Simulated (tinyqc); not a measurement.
Composition and strain of an epitaxial Si(1-x)Ge(x) layer from Raman and X-ray peaks: one step, computed by the program tinyqc. Command: `OMP_NUM_THREADS=1 python tinyqc.py 3026475 3026476 out.jsonl epiraman walk`. One thread of a shared host (Intel(R) Xeon(R) Processor @ 2.30GHz), about 0.01 s of CPU time with the checks.

A (001) layer, biaxially strained in the plane. The Raman peaks follow empirical lines omega = w0 + c1 x + c3 x^3 + b eps (c3 for Si-Ge alone), with eps the in-plane strain.

Problem. Lattice constants and strain. Relaxed lattice constant a(x) = a_Si + (a_Ge - a_Si) x - B x (1 - x). In-plane constant a_par = a_sub + R (a(x) - a_sub); eps = a_par/a(x) - 1; eps_perp = -(2 C12/C11) eps with 2 C12/C11 linear in x; a_perp = a(x) (1 + eps_perp). The buffer has a_sub = a(y).

Inputs (values chosen for the exercise, modelled on silicon-germanium):
```
quantity,value,unit
Ge fraction x,0.78,-
degree of relaxation R,0.79,-
Ge fraction y of the buffer,0.69,-
lattice constant of Si,5.431,angstrom
lattice constant of Ge,5.658,angstrom
bowing B,0.029,angstrom
2 C12/C11 of Si,0.778,-
2 C12/C11 of Ge,0.746,-
```

Substrate: relaxed alloy buffer.

Give: relaxed constant a(x); substrate constant a_sub; a_par; in-plane strain eps; strain along the normal; a_perp.

Solution.

relaxed constant a(x) = 5.603 angstrom

substrate constant a_sub = 5.581 angstrom

a_par = 5.599 angstrom

in-plane strain eps = -0.8117 per mille

strain along the normal = 0.6112 per mille

a_perp = 5.607 angstrom

The layer is under compression in the plane and is stretched along the normal.
